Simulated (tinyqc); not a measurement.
Electron continuity equation in a given potential, Scharfetter-Gummel discretisation: one step of the calculation.

Steady state in one dimension: J = q mu n E + q D dn/dx with E = -dpsi/dx and D = mu Vt, dJ/dx = 0, fixed densities nL and nR at the ends. The potential is given, psi = U x/L, and is not changed by the electrons.

Question. Densities and current. B(d_i) and B(-d_i) are the Bernoulli factors of the potential steps, b and f the diagonal and right side. Solve B(-d_(i-1)) n_(i-1) + b_i n_i + B(d_i) n_(i+1) = f_i (end values already in f), then J_i = (q D/h) [n_(i+1) B(d_i) - n_i B(-d_i)], h = L/9, D = mu Vt.

Inputs (values chosen for the exercise); mobility close to that of silicon at room temperature: temperature T = 350 K; electron mobility mu = 1340 cm^2/(V s); length of the region L = 2.3 um; density at x = 0 nL = 3.6e15 cm^-3; density at x = L nR = 0 cm^-3.

Constants: q = 1.602176634e-19 C, kB = 1.380649e-23 J/K, Vt = kB T/q. Results are converted to the units shown.

| interval | B(d_i) | B(-d_i) |
|---|---|---|
| 0 | 1.3679354 | 0.70482007 |
| 1 | 1.3679354 | 0.70482007 |
| 2 | 1.3679354 | 0.70482007 |
| 3 | 1.3679354 | 0.70482007 |
| 4 | 1.3679354 | 0.70482007 |
| 5 | 1.3679354 | 0.70482007 |
| 6 | 1.3679354 | 0.70482007 |
| 7 | 1.3679354 | 0.70482007 |
| 8 | 1.3679354 | 0.70482007 |

| node | diagonal b | right side f (cm^-3) |
|---|---|---|
| 1 | -2.0727555 | -2.5373522e15 |
| 2 | -2.0727555 | 0 |
| 3 | -2.0727555 | 0 |
| 4 | -2.0727555 | 0 |
| 5 | -2.0727555 | 0 |
| 6 | -2.0727555 | 0 |
| 7 | -2.0727555 | 0 |
| 8 | -2.0727555 | 0 |

Find: n; J.

Answer.

| node | n (cm^-3) |
|---|---|
| 0 | 3.6000e15 |
| 1 | 1.8504e15 |
| 2 | 9.4893e14 |
| 3 | 4.8445e14 |
| 4 | 2.4513e14 |
| 5 | 1.2183e14 |
| 6 | 5.8292e13 |
| 7 | 2.5557e13 |
| 8 | 8.6904e12 |
| 9 | 0 |

| interval | J (A/cm^2) |
|---|---|
| 0 | -1.5520 |
| 1 | -1.5520 |
| 2 | -1.5520 |
| 3 | -1.5520 |
| 4 | -1.5520 |
| 5 | -1.5520 |
| 6 | -1.5520 |
| 7 | -1.5520 |
| 8 | -1.5520 |

Program tinyqc, `OMP_NUM_THREADS=1 python tinyqc.py 2220027 2220028 out.jsonl`; Intel Xeon 2.30GHz, shared host, one thread, about 0.01 s.
